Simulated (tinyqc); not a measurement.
# Illuminated p-n diode, drift-diffusion by the Gummel loop with Scharfetter-Gummel fluxes, step by step

Computed by the program tinyqc: `OMP_NUM_THREADS=1 python tinyqc.py 2240027 2240028 out.jsonl`, one thread of a shared Intel Xeon 2.30GHz, about 0.8 s for the whole run. Printed values are rounded.

Abrupt junction at x = 0, p side from -Lp, n side to Ln, ohmic contacts. psi is counted from the intrinsic level; n = ni exp((psi - phin)/Vt), p = ni exp((phip - psi)/Vt). Contacts: p side psi = V - Vt ln(Na/ni), p = Na, n = ni^2/Na; n side psi = Vt ln(Nd/ni), n = Nd, p = ni^2/Nd. Constant mobilities, D = mu Vt, Boltzmann statistics, SRH recombination through a mid-gap level, U = (n p - ni^2)/(tp (n + ni) + tn (p + ni)). Current is positive from the p contact to the n contact.

Inputs (values chosen for the exercise); band and dielectric values those of a made-up semiconductor:
```
symbol    value        unit                                 meaning
T           275           K                             temperature
Eg         1.52          eV                                band gap
eps_r      12.8                               relative permittivity
Nc      8.43e17       cm^-3  conduction-band density of states at T
Nv      1.33e19       cm^-3     valence-band density of states at T
Na       4.3e16       cm^-3          acceptor density of the p side
Nd       6.1e16       cm^-3             donor density of the n side
mun         460  cm^2/(V s)                       electron mobility
mup          50  cm^2/(V s)                           hole mobility
tn         2e-9           s               SRH lifetime of electrons
tp         1e-9           s                   SRH lifetime of holes
G          2e20  cm^-3 s^-1                 uniform generation rate
V          1.01           V                   bias of the p contact
```

Constants: q = 1.602176634e-19 C, kB = 1.380649e-23 J/K, Vt = kB T/q, eps0 = 8.8541878128e-14 F/cm where lengths are in cm. Results are converted to the units shown.

## Intrinsic density and built-in voltage

ni = sqrt(Nc Nv) exp(-Eg/(2 Vt)), Eg in volts; Vbi = Vt ln(Na Nd/ni^2).

ni = 39511.7 cm^-3
Vbi = 1.32188 V

## Round 1: Poisson equation

```
node  x (nm)  phin at the start (V)  phip at the start (V)
0       -750                   1.01                   1.01
1       -480                      0                   1.01
2       -295                      0                   1.01
3       -167                      0                   1.01
4      -80.3                      0                   1.01
5      -20.5                      0                   1.01
6       20.5                      0                   1.01
7       78.5                      0                   1.01
8        160                      0                   1.01
9        276                      0                   1.01
10       440                      0                   1.01
11       672                      0                   1.01
12      1000                      0                      0
```

With phin and phip held, solve a_i (psi_(i+1) - psi_i) - a_(i-1) (psi_i - psi_(i-1)) + q w_i (p_i - n_i + C_i) = 0 for the inner nodes by Newton steps to convergence; a_i = eps0 eps_r/h_i, h_i = x_(i+1) - x_i, w_i = (h_(i-1) + h_i)/2, C = -Na or +Nd.

```
node   psi (V)  n after Poisson (cm^-3)  p after Poisson (cm^-3)
0     0.353204               3.63063e-8                   4.3e16
1     0.353204               1.17412e11               4.30000e16
2     0.353210               1.17441e11               4.29894e16
3     0.353517               1.18970e11               4.24370e16
4     0.361133               1.64065e11               3.07726e16
5     0.442104               4.99960e12               1.00983e15
6     0.620297               9.21690e15               5.47768e11
7     0.662202               5.40196e16               9.34609e10
8     0.664989               6.07608e16               8.30918e10
9     0.665081               6.09961e16               8.27712e10
10    0.665082               6.10000e16               8.27659e10
11    0.665082               6.10001e16               8.27658e10
12    0.665082                   6.1e16               2.55930e-8
```

## Round 1: electron continuity

With psi and p held, F_i = (mun Vt/h_i) [n_(i+1) B(d_i) - n_i B(-d_i)], d_i = (psi_(i+1) - psi_i)/Vt, B(d) = d/(exp(d) - 1); solve F_i - F_(i-1) = w_i [(n_i p_i - ni^2)/den_i - G] for the new n, with den = tp (n + ni) + tn (p + ni) taken at the old n and p, h_i = x_(i+1) - x_i, w_i = (h_(i-1) + h_i)/2; phin = psi - Vt ln(n/ni).

```
node  new n (cm^-3)  phin after round 1 (V)
0        3.63063e-8                 1.01000
1        5.57276e10                 0.01766
2        8.72829e10                 0.00703
3        1.07489e11                 0.00240
4        1.61897e11                 0.00032
5        4.99832e12                 0.00001
6        9.21687e15                 0.00000
7        5.40195e16                 0.00000
8        6.07606e16                 0.00000
9        6.09960e16                 0.00000
10       6.10000e16                 0.00000
11       6.10000e16                 0.00000
12           6.1e16                 0.00000
```

## Round 1: hole continuity

With psi and the new n held, F_i = (mup Vt/h_i) [p_(i+1) B(-d_i) - p_i B(d_i)], d_i = (psi_(i+1) - psi_i)/Vt, B(d) = d/(exp(d) - 1); solve F_i - F_(i-1) = w_i [(n_i p_i - ni^2)/den_i - G] for the new p, with den = tp (n + ni) + tn (p + ni) taken at the new n and the old p, h_i = x_(i+1) - x_i, w_i = (h_(i-1) + h_i)/2; phip = psi + Vt ln(p/ni).

```
node  new p (cm^-3)  phip after round 1 (V)
0            4.3e16                 1.01000
1        4.30000e16                 1.01000
2        4.29893e16                 1.01000
3        4.24368e16                 1.01000
4        3.07724e16                 1.01000
5        1.00980e15                 1.01000
6        5.48408e11                 1.01003
7        1.00784e11                 1.01179
8        1.05501e11                 1.01566
9        1.19915e11                 1.01878
10       1.25383e11                 1.01984
11       1.04201e11                 1.01546
12       2.55930e-8                 0.00000
```

## Course of the Gummel loop

Stop when phin and phip change by less than 1e-8 V, or after 80 rounds. J = Jn at the p contact + Jp at the n contact + q sum w_i U_i - q G sum w_i over the inner nodes, which avoids differences of large majority fluxes: Jn = (q mun Vt/h_0)[n_1 B(d_0) - n_0 B(-d_0)], Jp = (q mup Vt/h_last)[p_(N-1) B(d_last) - p_N B(-d_last)], d_i = (psi_(i+1) - psi_i)/Vt, B(d) = d/(exp(d) - 1), w_i = (h_(i-1) + h_i)/2.

Course of the iteration:
```
round  J (A/cm^2)  largest change of phin, phip (V)
1      0.00381848                            0.0177
2      0.00381846                           4.86e-8
3      0.00381846                           2.64e-9
```

Converged in 3 rounds.

## Recombination and current

```
node  converged psi (V)  converged n (cm^-3)  converged p (cm^-3)
0              0.353204           3.63063e-8               4.3e16
1              0.353204           5.57275e10           4.30000e16
2              0.353210           8.72826e10           4.29894e16
3              0.353517           1.07489e11           4.24370e16
4              0.361133           1.61896e11           3.07726e16
5              0.442104           4.99830e12           1.00981e15
6              0.620297           9.21688e15           5.48408e11
7              0.662202           5.40196e16           1.00784e11
8              0.664989           6.07608e16           1.05501e11
9              0.665081           6.09962e16           1.19915e11
10             0.665082           6.10001e16           1.25383e11
11             0.665082           6.10001e16           1.04201e11
12             0.665082               6.1e16           2.55930e-8
```

U_i as defined. J = Jn at the p contact + Jp at the n contact + q sum w_i U_i - q G sum w_i over the inner nodes, which avoids differences of large majority fluxes: Jn = (q mun Vt/h_0)[n_1 B(d_0) - n_0 B(-d_0)], Jp = (q mup Vt/h_last)[p_(N-1) B(d_last) - p_N B(-d_last)], d_i = (psi_(i+1) - psi_i)/Vt, B(d) = d/(exp(d) - 1), w_i = (h_(i-1) + h_i)/2.

U, node 0 to 12 (cm^-3 s^-1): 0  2.78638e19  4.36413e19  5.37444e19  8.09477e19  2.49298e21  5.48342e20  1.00783e20  1.05500e20  1.19914e20  1.25382e20  1.04200e20  0
Jn at the p contact = 0.00360479 A/cm^2
Jp at the n contact = 6.03092e-4 A/cm^2
recombination = 0.00426010 A/cm^2
generation = 0.00464952 A/cm^2
J = 0.00381846 A/cm^2

A 500-node mesh gives J = 0.009341 A/cm^2; this mesh differs from it by -0.0055 A/cm^2 (-59 %).
